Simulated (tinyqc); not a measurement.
Inside a calculation. Model: isotype n-N heterojunction, non-linear Poisson equation by Newton steps, Boltzmann statistics.

Numbers from tinyqc (`OMP_NUM_THREADS=1 python tinyqc.py 2040159 2040160 out.jsonl`; about 0.03 s on one thread of a shared Intel Xeon 2.30GHz). Printed values are rounded.

One dimension, material 1 (n-type) at x < 0 and material 2 (n-type) at x > 0. Band edges: Ec = -psi in material 1 and -psi + dEc in material 2, Ev = Ec - Eg. Equilibrium, Fermi level at 0. n = Nc F((EFn - Ec)/Vt), p = Nv F((Ev - EFp)/Vt), with F(eta) = exp(eta) (Boltzmann statistics); full ionisation, no interface charge, classical densities; the doping types are chosen for the exercise.

Values chosen for this exercise; band and dielectric values those of a made-up pair: temperature T = 300 K; band gap of material 1 Eg1 = 0.802 eV; relative permittivity of material 1 er1 = 12.7; conduction-band density of states of material 1 Nc1 = 1.96e17 cm^-3; valence-band density of states of material 1 Nv1 = 8.92e18 cm^-3; band gap of material 2 Eg2 = 1.53 eV; relative permittivity of material 2 er2 = 14.8; conduction-band density of states of material 2 Nc2 = 4.94e17 cm^-3; valence-band density of states of material 2 Nv2 = 1.19e19 cm^-3; conduction-band offset Ec2 - Ec1 dEc = 0.14 eV; donor density of material 1 N1 = 1.8e16 cm^-3; donor density of material 2 N2 = 1.5e16 cm^-3; bias of side 1 against side 2 V = 0 V.

Constants: q = 1.602176634e-19 C, kB = 1.380649e-23 J/K, Vt = kB T/q, eps0 = 8.8541878128e-14 F/cm where lengths are in cm. Results are converted to the units shown.

Range of the model: At the interface a carrier density exceeds a fifth of the band density of states, where Boltzmann statistics overestimate it.

## Offsets and end potentials

dEv = Ev1 - Ev2 = Eg2 - Eg1 - dEc. Neutrality of the majority carriers far from the junction: Nc1 F(psi_L/Vt) = N1 and Nc2 F((V + psi_R - dEc)/Vt) = N2. Total bending psi_R - psi_L.

dEv = 0.588 eV
psi_L = -0.0617279 V
psi_R = 0.0496606 V
psi_R - psi_L = 0.111388 V

The alignment is straddling (type I): dEc and dEv have the same sign.

## Permittivity of the intervals

x, node 0 to 13 (nm): [-304, -233, -173, -123, -80, -43.7, -13, 13, 45.9, 87.5, 140, 207, 291, 397]

er1 or er2; the interface lies midway in its interval, which gets the series value 2 er1 er2/(er1 + er2).

eps_r, interval 0 to 12: [12.7, 12.7, 12.7, 12.7, 12.7, 12.7, 13.6698, 14.8, 14.8, 14.8, 14.8, 14.8, 14.8]

## Couplings between neighbouring nodes

a_i = eps0 eps_r/h_i for the interval from node i to i + 1, with h_i = x_(i+1) - x_i in cm.

coupling a_i, interval 0 to 12 (F/cm^2): [1.58378e-7, 1.87414e-7, 2.24896e-7, 2.61507e-7, 3.09775e-7, 3.66281e-7, 4.65520e-7, 3.98304e-7, 3.15005e-7, 2.49604e-7, 1.95585e-7, 1.56002e-7, 1.23625e-7]

## Starting potential

material, node 0 to 13: [1, 1, 1, 1, 1, 1, 1, 2, 2, 2, 2, 2, 2, 2]

psi_L + (psi_R - psi_L)(1 + tanh(x/s))/2 on the inner nodes with s = 58 nm, psi_L and psi_R on the ends.

psi at the start, node 0 to 13 (V): [-0.0617279, -0.0616918, -0.0614429, -0.0601480, -0.0550890, -0.0415221, -0.0183119, 0.0062446, 0.0306794, 0.0444640, 0.0487759, 0.0495722, 0.0496557, 0.0496606]

## Iteration 1: densities, residual and Jacobian diagonal

n_i = Nc F(a_n), a_n = (V - Ec_i)/Vt; p_i = Nv F(a_p), a_p = (Ec_i - Eg)/Vt; rho_i = p_i - n_i + C_i with C = +N1 or +N2; g_i = (n_i + p_i)/Vt. Box widths w_i = (h_(i-1) + h_i)/2 in cm. Residual F_i = a_i (psi_(i+1) - psi_i) - a_(i-1) (psi_i - psi_(i-1)) + q rho_i w_i; Jacobian: a_(i-1) and a_i beside the diagonal, b_i = -a_(i-1) - a_i - q g_i w_i on it. The two end nodes are fixed.

n, node 0 to 13 (cm^-3): [1.8e16, 1.80251e16, 1.81996e16, 1.91343e16, 2.32703e16, 3.93292e16, 9.65226e16, 2.79727e15, 7.19816e15, 1.22685e16, 1.44954e16, 1.49488e16, 1.49972e16, 1.5e16]
p, node 0 to 13 (cm^-3): [3.26845e6, 3.26389e6, 3.23260e6, 3.07468e6, 2.52820e6, 1.49589e6, 6.09516e5, 4.16553e-5, 1.61876e-5, 9.49758e-6, 8.03851e-6, 7.79470e-6, 7.76955e-6, 7.76808e-6]
residual F, node 1 to 12 (C/cm^2): [1.45574e-11, 6.86765e-11, 1.86671e-10, -4.68329e-10, -7.14920e-9, -3.27362e-8, 4.05867e-9, -7.34054e-10, -1.20687e-9, -4.37459e-10, -8.07548e-11, -8.11292e-12]
diagonal b, node 1 to 12 (F/cm^2): [-1.07750e-6, -1.03266e-6, -1.03782e-6, -1.14310e-6, -1.49259e-6, -2.52769e-6, -9.14878e-7, -8.79483e-7, -9.22349e-7, -9.81953e-7, -1.05106e-6, -1.16260e-6]

## Iteration 1: Newton step

Solve the tridiagonal system a_(i-1) d_(i-1) + b_i d_i + a_i d_(i+1) = -F_i for nodes 1 to 12, with d = 0 on fixed nodes. The full step is added.

Newton step d, node 1 to 12 (V): [0.0000026, -0.0000630, -0.0005966, -0.0030275, -0.0091565, -0.0152338, -0.0051905, -0.0043076, -0.0031334, -0.0013072, -0.0003277, -0.0000509]
psi after iteration 1, node 0 to 13 (V): [-0.0617279, -0.0616893, -0.0615058, -0.0607447, -0.0581165, -0.0506786, -0.0335457, 0.0010541, 0.0263717, 0.0413306, 0.0474686, 0.0492445, 0.0496047, 0.0496606]

## Iteration 2: densities, residual and Jacobian diagonal

As before.

n, node 0 to 13 (cm^-3): [1.8e16, 1.80269e16, 1.81553e16, 1.86978e16, 2.06986e16, 2.75989e16, 5.35442e16, 2.28843e15, 6.09335e15, 1.08681e16, 1.37806e16, 1.47605e16, 1.49676e16, 1.5e16]
p, node 0 to 13 (cm^-3): [3.26845e6, 3.26356e6, 3.24049e6, 3.14647e6, 2.84232e6, 2.13168e6, 1.09876e6, 5.09175e-5, 1.91227e-5, 1.07214e-5, 8.45545e-6, 7.89412e-6, 7.78488e-6, 7.76808e-6]
residual F, node 1 to 12 (C/cm^2): [-9.25631e-17, -4.75394e-14, -3.76758e-12, -9.75283e-11, -1.18066e-9, -6.31335e-9, -2.49088e-11, -5.64587e-11, -6.52690e-11, -1.74455e-11, -1.44622e-12, -4.42913e-14]
diagonal b, node 1 to 12 (F/cm^2): [-1.07757e-6, -1.03116e-6, -1.02524e-6, -1.07991e-6, -1.24905e-6, -1.77257e-6, -9.05591e-7, -8.53978e-7, -8.81514e-7, -9.55486e-7, -1.04225e-6, -1.16086e-6]

## Iteration 2: Newton step

As before.

Newton step d, node 1 to 12 (in units of 1e-3 V): [-0.00971, -0.05585, -0.24779, -0.90902, -2.64492, -5.02730, -3.49951, -2.01832, -0.86754, -0.25518, -0.05029, -0.00680]
psi after iteration 2, node 0 to 13 (V): [-0.0617279, -0.0616990, -0.0615617, -0.0609925, -0.0590256, -0.0533236, -0.0385730, -0.0024455, 0.0243534, 0.0404630, 0.0472135, 0.0491942, 0.0495979, 0.0496606]

## Course of the Newton iteration

Stop when the largest undamped |d| is below 1e-9 V, or after 80 iterations.

Course of the iteration:
```
iteration  largest |F| (C/cm^2)  largest |d| (V)  at node
1                       3.27e-8           0.0152        6
2                       6.31e-9          5.03e-3        6
3                      4.31e-10          4.02e-4        6
4                      2.41e-12          2.29e-6        6
5                      7.72e-17         7.35e-11        6
```

Converged in 5 iterations. Once the step is below 0.1 Vt, 2 more iteration(s) reach the threshold: near the solution the error is roughly squared each time.

## Band edges, densities and displacement

converged psi, node 0 to 13 (V): [-0.0617279, -0.0616998, -0.0615663, -0.0610128, -0.0590983, -0.0535297, -0.0389775, -0.0027468, 0.0241690, 0.0403847, 0.0471913, 0.0491899, 0.0495974, 0.0496606]

Ec, Ev, n and p as defined; D = a_k (psi_(k+1) - psi_k) on the interval that holds the interface.

Ec, node 0 to 13 (eV): [0.061728, 0.061700, 0.061566, 0.061013, 0.059098, 0.053530, 0.038977, 0.142747, 0.115831, 0.099615, 0.092809, 0.090810, 0.090403, 0.090339]
Ev, node 0 to 13 (eV): [-0.74027, -0.74030, -0.74043, -0.74099, -0.74290, -0.74847, -0.76302, -1.38725, -1.41417, -1.43038, -1.43719, -1.43919, -1.43960, -1.43966]
n, node 0 to 13 (cm^-3): [1.8e16, 1.80196e16, 1.81129e16, 1.85049e16, 1.99273e16, 2.47170e16, 4.33973e16, 1.97554e15, 5.59566e15, 1.04776e16, 1.36336e16, 1.47294e16, 1.49634e16, 1.5e16]
p, node 0 to 13 (cm^-3): [3.26845e6, 3.26489e6, 3.24808e6, 3.17927e6, 2.95233e6, 2.38022e6, 1.35566e6, 5.89819e-5, 2.08235e-5, 1.11209e-5, 8.54663e-6, 7.91080e-6, 7.78710e-6, 7.76808e-6]
D = 16.8661 nC/cm^2

## Check against the first integral

Exact first integral: on each side D^2/(2 eps0 er) = G, G = q [Vt (nI_j - nI_b) + Vt (pI_j - pI_b) - C (psi_j - psi_b)], with C = +N1 or +N2, b the neutral end of that side, and nI, pI the densities themselves. D is continuous, so er1 G1(psi_j) = er2 G2(psi_j) fixes psi_j. Ends from Nc1 F(psi_L/Vt) = N1 and Nc2 F((V + psi_R - dEc)/Vt) = N2. D is counted positive when psi rises towards material 2.

psi_j = -0.0239497 V
D = 17.6140 nC/cm^2
psi_j - psi_L = 0.0377783 V
psi_R - psi_j = 0.0736102 V
Ec1 - EFn at the interface = 0.0239497 eV
Ec2 - EFn at the interface = 0.163950 eV

Material 2 takes 66.1 % of the bending. The 14-node mesh gave D = 16.87 nC/cm^2, 4.2 % below the exact value in size.
